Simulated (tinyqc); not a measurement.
Solubility, supersaturation, precipitation and gettering of an impurity in a silicon-like host: one step, computed by the program tinyqc. Command: `OMP_NUM_THREADS=1 python tinyqc.py 3004414 3004415 out.jsonl ripen walk`. One thread of a shared host (Intel(R) Xeon(R) Processor @ 2.30GHz), about 0.01 s of CPU time with the checks.

The wafer was saturated at T1 and is then held at T.

Question. Growing precipitates. Growing sinks: with y = r/r_f and y0 = r0/r_f, dy/dt = (1 - y^3)/(3 tau_f y), which integrates to t/tau_f = F(y) - F(y0), F(y) = (1/2) ln[(1 + y + y^2)/(1 - y)^2] - sqrt(3) arctan[(2y + 1)/sqrt(3)]; the share of the excess left is (1 - y^3)/(1 - y0^3), and C(t) = C_eq + (C0 - C_eq) x share.

Inputs (values chosen for the exercise, modelled on gold in silicon): temperature of saturation T1 = 1375 K; anneal temperature T = 891 K; initial sink radius r0 = 7.2 nm; anneal time t = 790000 s.

final radius r_f = 142.5428 nm

tau_f = 1001616 s

C_eq(T) = 3.277195e+12 1/cm^3

C0 = 3.144483e+16 1/cm^3

Give: radius at t; share of the excess left; C(t) with growing sinks.

Answer.

radius at t = 96.42 nm

share of the excess left = 0.6906

C(t) with growing sinks = 2.172e+16 1/cm^3

30.9 % of the excess has precipitated. Caution: the barrier to homogeneous nucleation is below 35 k_B T for these inputs, so new precipitates would form and outnumber the fixed sinks assumed here.
